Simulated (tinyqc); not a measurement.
From one set of inputs to another, one input at a time: grain-boundary diffusion: Harrison regimes, Fisher and Le Claire analysis, Hart average. Computed by tinyqc, a small Python program. Command: `OMP_NUM_THREADS=1 python tinyqc.py 3002130 3002131 out.jsonl gbdiff ladder`. One thread of a shared host (Intel(R) Xeon(R) Processor @ 2.30GHz), about 0.01 s of CPU time with the checks.

A boundary is a slab of width delta with diffusivity D_b, normal to a surface held at constant concentration; it leaks into grains of diffusivity D.

The inputs printed are set A. Inputs not listed in the table keep their values of set A, so the rows need not describe a real material.

Inputs (values chosen for the exercise, for a model polycrystal):

| quantity | value | unit |
|---|---|---|
| lattice prefactor D0 | 2.7e-05 | m^2/s |
| lattice activation energy E | 4.17 | eV |
| boundary prefactor D0b | 1e-05 | m^2/s |
| boundary activation energy E_b | 2.31 | eV |
| boundary width delta | 0.94 | nm |
| segregation factor s | 10 | - |
| grain size d | 0.032 | um |
| temperature T | 1410 | K |
| time t | 390 | s |

Constants: k_B = 8.617333262e-05 eV/K.

Method:
- D = D0 exp(-E/(k_B T)), D_b = D0b exp(-E_b/(k_B T)).
- Triple product P = s delta D_b.
- Hart average for parallel slabs: f = delta/d, D_eff = (s f D_b + (1 - f) D)/(1 - f + s f); share of the boundaries = s f D_b/(s f D_b + (1 - f) D); depth sqrt(D_eff t).

Each row keeps all changes above it:

| input moved | from | to | D_eff (m^2/s) | share of the boundaries | depth sqrt(D_eff t) (um) |
|---|---|---|---|---|---|
| set A | - | - | 1.2866e-14 | 1.0000e+00 | 2.2400e+00 |
| lattice prefactor D0 (m^2/s) and lattice activation energy E (eV) | 2.7e-05, 4.17 | 0.00012, 2.06 | 4.0057e-12 | 3.2120e-03 | 3.9525e+01 |
| grain size d (um) | 0.032 | 35 | 5.1998e-12 | 2.8596e-06 | 4.5032e+01 |
| boundary prefactor D0b (m^2/s) and boundary activation energy E_b (eV) | 1e-05, 2.31 | 1.8e-05, 1.36 | 5.2663e-12 | 1.2637e-02 | 4.5320e+01 |
| segregation factor s | 10 | 30 | 5.3965e-12 | 3.6978e-02 | 4.5876e+01 |
| temperature T (K) | 1410 | 703 | 2.7828e-18 | 9.2650e-01 | 3.2944e-02 |

Where does the difference come from?

D_eff goes from 1.29e-14 to 2.78e-18, a factor 2.16e-4 in all. The largest single move comes from temperature T (a factor 5.16e-7), and lattice prefactor D0 with lattice activation energy E works against it (a factor 311). Share of the boundaries goes from 1.000 to 0.926, a factor 0.927 in all. The largest single move comes from boundary prefactor D0b with boundary activation energy E_b (a factor 4420), but it runs against the net change; the largest move in the direction of the net change is grain size d (a factor 8.90e-4). Depth sqrt(D_eff t) goes from 2.24 to 0.0329, a factor 0.0147 in all. The largest single move comes from temperature T (a factor 7.18e-4), and lattice prefactor D0 with lattice activation energy E works against it (a factor 17.6). The single moves hold for this order of the switches; the total does not depend on the order.

Caution (rows set A, grain size d, boundary prefactor D0b, segregation factor s, temperature T): outside regime A (which needs sqrt(D t) above about 3 d) the Hart average and its depth are formal: they describe a profile only in regime A or at steady state.

Extremes, crossings and ranges named in words are read from the listed rows.
